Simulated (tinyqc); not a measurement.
Worked calculation: extended Hueckel theory, for H6+. The parameters take no account of the charge, which enters only through the electron count. One step of it, computed by the program tinyqc.

Problem. Mulliken analysis. P = C n C^T; charge = valence electrons (H 1) minus the sum of (P S)_ii on the atom; overlap population = 2 sum P_ij S_ij between two atoms.

coefficients:
```
            MO1        MO2        MO3        MO4        MO5        MO6
1H 1s  0.197849   0.373857   0.437482   0.646128  -0.758470   0.506751
2H 1s  0.277328   0.387200   0.227586  -0.437290   0.905136  -0.828928
3H 1s  0.346546   0.117347  -0.431895  -0.615616  -0.291323   1.120679
4H 1s  0.346546  -0.117347  -0.431895   0.615616  -0.291323  -1.120679
5H 1s  0.277328  -0.387200   0.227586   0.437290   0.905136   0.828928
6H 1s  0.197849  -0.373857   0.437482  -0.646128  -0.758470  -0.506751
```

occupations: 2.000000  2.000000  1.000000  0.000000  0.000000  0.000000

overlap S, lower triangle:
```
          1H 1s     2H 1s     3H 1s     4H 1s     5H 1s     6H 1s
1H 1s  1.000000
2H 1s  0.601226  1.000000
3H 1s  0.123305  0.412000  1.000000
4H 1s  0.030305  0.123305  0.601226  1.000000
5H 1s  0.003487  0.016988  0.123305  0.412000  1.000000
6H 1s  0.000617  0.003487  0.030305  0.123305  0.601226  1.000000
```

Give: charges; Overlap populations.

Solution.

charges: 1H 0.151, 2H 0.120, 3H 0.229, 4H 0.229, 5H 0.120, 6H 0.151

Overlap populations:
```
pair      value
2-1    0.599804
3-1    0.008859
3-2    0.152270
4-1   -0.008459
4-2    0.000751
4-3    0.479995
5-1   -0.000559
5-2   -0.003202
5-3    0.000751
5-4    0.152270
6-1   -0.000012
6-2   -0.000559
6-3   -0.008459
6-4    0.008859
6-5    0.599804
```
